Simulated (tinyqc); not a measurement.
Resistive crossbar, vector-matrix product with wire resistance: effect of the wire resistance.

3 rows and 2 columns. Cell (i, j) joins row node wij to column node bij. Each row is driven at its left end through one wire segment rw; neighbouring nodes along a row or a column are joined by rw; each column ends below the last row in one more rw and a virtual ground, where its current is read. Ideal output: I_j = sum_i V_i G_ij.

The nodal equations (Kirchhoff current law at every node) are solved for each rw; errors are I_j/ideal - 1.

Values chosen for this exercise: input voltages of the rows V = [0.15, 0.11, 0.21] V.

cell conductances G (uS):

|  | column 1 | column 2 |
|---|---|---|
| row 1 | 470 | 250 |
| row 2 | 39 | 460 |
| row 3 | 270 | 210 |

Result of one run:

| error, column 1 (%) | error, column 2 (%) |
|---|---|
| -27.04 | -31.35 |

Which wire resistance between neighbouring cells rw gave this result: 1, 20, 50 or 200 ohm?

rw = 200 ohm.

The whole series:

| rw (ohm) | error, column 1 (%) | error, column 2 (%) |
|---|---|---|
| 1 | -0.1926 | -0.2331 |
| 2 | -0.3843 | -0.4650 |
| 5 | -0.9545 | -1.154 |
| 10 | -1.889 | -2.280 |
| 20 | -3.699 | -4.453 |
| 50 | -8.708 | -10.40 |
| 100 | -15.88 | -18.75 |
| 200 | -27.04 | -31.35 |
| 500 | -47.06 | -52.73 |

The error of the last column goes from -0.233 % at rw = 1 ohm to -52.7 % at 500 ohm, as rw^(1.00) at the start and rw^(0.57) at the end. At 500 ohm the worst column is number 2.

Numbers from tinyqc (`OMP_NUM_THREADS=1 python tinyqc.py 2880153 2880154 out.jsonl`; about 0.01 s on one thread of a shared Intel Xeon 2.30GHz).
